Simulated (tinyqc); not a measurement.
# Signal and retention of a DRAM cell: what changes with what

A stored one starts at Vd and leaks: Cs dV/dt = -I(V), I = a sqrt((V + Vb)/(Vd + Vb)) + b, with a = Ig exp[-(Eg1 q/kB)(1/T - 1/T0)] (generation in a depletion layer) and b = Is exp[-(Es q/kB)(1/T - 1/T0)]. The bit line is precharged to Vd/2, and charge sharing gives the signal (V - Vd/2) Cs/(Cs + Cb).

Parameters, values chosen for the exercise:
```
symbol   value  unit                                                  meaning
Vd         1.5     V                                            array voltage
Cs          21    fF                                         cell capacitance
Cb          99    fF                                     bit-line capacitance
dm          61    mV        smallest signal that the sense amplifier resolves
Vb        1.37     V  built-in plus back-bias voltage of the storage junction
Ig         5.8    fA                        junction leakage at V = Vd and T0
Is           1    fA                        voltage-independent leakage at T0
Es        0.42    eV                                  activation energy of Is
T0         358     K                                    reference temperature
T          328     K                                              temperature
sg        0.74                 deviation of ln(retention time) over the cells
Nc      8.59e9                                                          cells
tr         128    ms                                         refresh interval
Eg1       0.57    eV                                  activation energy of Ig
```

Constants: q = 1.602176634e-19 C, kB = 1.380649e-23 J/K. Results are converted to the units shown.

Each table varies one quantity; the others keep the values above.

## Failing cells against the refresh interval

The cell fails below Vc = Vd/2 + dm (Cs + Cb)/Cs. With s = sqrt((Vc + Vb)/(Vd + Vb)), the time from Vd to Vc is t = [2 Cs (Vd + Vb)/a] [1 - s - (b/a) ln((a + b)/(a s + b))]. This time is the median of a log-normal spread: failing cells = Nc erfc(z/sqrt 2)/2, z = ln(t/tr)/sg.

Failing cells against the refresh interval:

| tr (ms) | z | failing cells |
|---|---|---|
| 16 | 8.0943 | 2.4746e-6 |
| 32 | 7.1576 | 0.0035271 |
| 64 | 6.2209 | 2.1233 |
| 128 | 5.2842 | 542.28 |
| 256 | 4.3475 | 59138 |
| 512 | 3.4108 | 2.7817e6 |
| 1024 | 2.4741 | 5.7363e7 |
| 2048 | 1.5375 | 5.3336e8 |

Doubling the interval lowers z by ln 2/sg = 0.937 and multiplies the count by 1430 between the first two rows and by 9.30 between the last two. The count passes 1 at tr = 64 ms among the rows.

## Effect of the cell capacitance

Same model as above.

Effect of the cell capacitance:

| Cs (fF) | Vc (V) | retention time (s) | failing cells |
|---|---|---|---|
| 12 | 1.3142 | 1.6627 | 2.2766e6 |
| 16 | 1.1884 | 3.7527 | 21438 |
| 20 | 1.1130 | 5.8605 | 1019.0 |
| 24 | 1.0626 | 7.9774 | 100.82 |
| 28 | 1.0267 | 10.100 | 15.330 |
| 32 | 0.99972 | 12.225 | 3.1019 |

Read the table: what changes, and by how much?

The retention time rises from 1.66 to 12.2 s, as Cs^(2.83) between the first two rows and Cs^(1.43) between the last two: faster than Cs, because the margin Vd - Vc grows too. It vanishes at Cs = 8.76 fF, where even a fresh one gives only dm.

## Effect of the bit-line capacitance

Same model as above.

Effect of the bit-line capacitance:

| Cb (fF) | Vc (V) | retention time (s) | failing cells |
|---|---|---|---|
| 15 | 0.85457 | 10.471 | 11.394 |
| 30 | 0.89814 | 9.7296 | 20.790 |
| 45 | 0.94171 | 8.9940 | 39.172 |
| 60 | 0.98529 | 8.2637 | 76.555 |
| 75 | 1.0289 | 7.5386 | 156.06 |
| 90 | 1.0724 | 6.8186 | 334.18 |
| 105 | 1.1160 | 6.1036 | 758.44 |
| 120 | 1.1596 | 5.3934 | 1846.0 |

Vc rises by dm/Cs = 2.90 mV for each fF, and the retention time falls from 10.5 to 5.39 s; the margin is gone at Cb = 237 fF.

Range of the model: Real arrays also hold a tail of unusually leaky cells and cells whose retention varies in time, which this model lacks.

Computed by the program tinyqc: `OMP_NUM_THREADS=1 python tinyqc.py 2130155 2130156 out.jsonl`, one thread of a shared Intel Xeon 2.30GHz, about 0.01 s for the whole run.
